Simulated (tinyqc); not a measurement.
# Worked calculation: bandgap voltage reference from two bipolar transistors

Program tinyqc, `OMP_NUM_THREADS=1 python tinyqc.py 2062125 2062126 out.jsonl`; Intel Xeon 2.30GHz, shared host, one thread, about 0.02 s. Printed values are rounded.

Two transistors of area 1 and N carry the same current I. Is(T) = Is (T/T0)^eta exp[(Vg0 q/kB)(1/T0 - 1/T)], VBE1 = Vt ln(I/Is(T)) + I rb, VBE2 = Vt ln(I/(N Is(T))) + I rb/N. The amplifier forces I R1(T) = VBE1 - VBE2 + Vos, with R(T) = R (1 + tc (T - T0)) for both resistors, and the output is Vref = VBE1 + I R2(T). Base currents and the Early effect are neglected.

Values chosen for this exercise; values of the order met in silicon bipolar transistors:
- T0 = 300 K (reference temperature)
- Vg0 = 1.199 V (band-gap voltage extrapolated to 0 K)
- eta = 3.4 (temperature exponent of the saturation current)
- Is = 4.3e-16 A (saturation current of the unit transistor at T0)
- N = 8 (area ratio of the second transistor)
- R1 = 18 kohm (resistor across which the difference of VBE falls, at T0)
- tc = 0 ppm/K (temperature coefficient of both resistors)
- Vos = -1.7 mV (offset of the amplifier)
- rb = 0 ohm (series resistance of the unit transistor)
- R2 = 230.6 kohm (output resistor at T0)
- T = 333 K (temperature)

Constants: q = 1.602176634e-19 C, kB = 1.380649e-23 J/K. Results are converted to the units shown.

## Operating point at the reference temperature

Vt = kB T/q; I = (Vt ln N + Vos)/(R1(T) - rb (1 - 1/N)). Evaluate at T = T0.

Vt = 0.0258520 V
I = 2.89210 uA
Is(T) = 4.3e-16 A
VBE1 = 0.585011 V
I R2 = 0.666917 V
Vref = 1.25193 V

## Operating point at another temperature

Vt = kB T/q; I = (Vt ln N + Vos)/(R1(T) - rb (1 - 1/N)).

Vt = 0.0286957 V
I = 3.22062 uA
Is(T) = 6.07647e-14 A
VBE1 = 0.510377 V
I R2 = 0.742674 V
Vref = 1.25305 V

From T0 to T, VBE1 changes by -74.6 mV and I R2 by 75.8 mV, which leaves 1.12 mV in Vref.

## Resistor for zero slope at T0, ideal case

With tc = 0, Vos = 0 and rb = 0 the current is proportional to T, dVBE/dT = (VBE - Vg0 - (eta - 1) Vt)/T, and Vref has zero slope at T0 when Vref = Vg0 + (eta - 1) Vt0. Find VBE1, its slope, that Vref, R2/R1 and the curvature d2Vref/dT2 = -(eta - 1) kB/(q T0).

VBE1 = 0.585841 V
dVBE/dT = -2.25068 mV/K
Vref = 1.26104 V
R2/R1 = 12.5601
curvature = -0.689387 uV/K^2
